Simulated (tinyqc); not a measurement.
Against the doping: band-to-band tunnelling and avalanche in a reverse-biased abrupt junction. Computed by tinyqc, a small Python program. Command: `OMP_NUM_THREADS=1 python tinyqc.py 3013468 3013469 out.jsonl zener walk`. One thread of a shared host (Intel(R) Xeon(R) Processor @ 2.30GHz), about 0.01 s of CPU time with the checks.

Direct Kane tunnelling in the local field (for indirect gaps the mass is an effective fit) and one ionisation coefficient for both carriers. N is the doping of the light side, or N_A N_D/(N_A + N_D) for the symmetric junction; the built-in voltage is taken as E_g/e.

Inputs (values chosen for the exercise, modelled on In0.53Ga0.47As):
```
quantity                                               value    unit
band gap at 300 K, E_g                                 0.746      eV
gap narrowing with temperature, -dE_g/dT                0.38   meV/K
reduced tunnelling mass m_r                            0.029     m_0
permittivity eps                                        13.9       -
ionisation prefactor a                               4.9e+06    1/cm
ionisation field at 300 K, b                        1.63e+06    V/cm
relative rise of b with temperature                      8.1  1e-4/K
effective doping N                                   1.2e+18  1/cm^3
current density that defines tunnel breakdown, J_0         1  A/cm^2
temperature T                                            300       K
```

Junction: one-sided.

Constants: eps_0 = 8.8541878128e-12 F/m; e = 1.602176634e-19 C; m_0 = 9.1093837015e-31 kg; hbar = 1.054571817e-34 J s.

Method:
- E_g(T) = E_g - (T - 300 K)(-dE_g/dT); b(T) = b [1 + (rise)(T - 300 K)]; w = sqrt(2 eps eps_0 (V_R + E_g/e)/(e N)); F_m = 2 (V_R + E_g/e)/w; the field falls linearly from F_m to 0 across w.
- Kane: G(F) = A F^2 exp(-B/F), A = e^2 sqrt(m_r)/(18 pi hbar^2 sqrt(E_g)), B = pi sqrt(m_r) E_g^(3/2)/(2 e hbar), SI units; J = e int G dx x V_R/(V_R + E_g/e), the last factor making J vanish at zero bias; int G dx = (w/F_m) int_0^F_m G dF by 64 Gauss-Legendre points.
- Avalanche: I = (w/F_m) int_0^F_m a exp(-b/F) dF by 64 Gauss-Legendre points, M = 1/(1 - I), breakdown at I = 1.
- V_Z solves J = J_0 and V_A solves I = 1; the lower one is the breakdown voltage; temperature coefficients by a central difference of +/- 10 K.

Breakdown:
```
N (1/cm^3)     V_Z (V)  V_A (V)  F_m at breakdown (MV/cm)       first
2.40e+16    2.0980e+01   20.182                   0.36162   avalanche
6.00e+16    8.8057e+00   10.669                   0.38628  tunnelling
1.40e+17    3.7630e+00    6.000                   0.40541  tunnelling
3.60e+17    1.2540e+00    3.192                   0.43297  tunnelling
7.20e+17    4.0773e-01    2.012                   0.46506  tunnelling
1.20e+18    9.7044e-02    1.429                   0.51322  tunnelling
2.40e+18    2.8137e-03    0.895                   0.68404  tunnelling
```

What does the comparison show, and why?

The mechanism changes between 2.40e16 and 6.00e16 per cm^3. Across the table V_Z + E_g/e scales as N^-0.73 and V_A as N^-0.68: tunnelling needs a nearly fixed field, while avalanche in a thinner layer needs a higher one. Rows with V_Z below E_g/e understate it, since the local Kane formula overestimates the current there. Rows with V_A below about 5 E_g/e understate it, since the local law ignores the distance a carrier needs to reach the ionisation energy.

Extremes, crossings and ranges named in words are read from the listed rows.
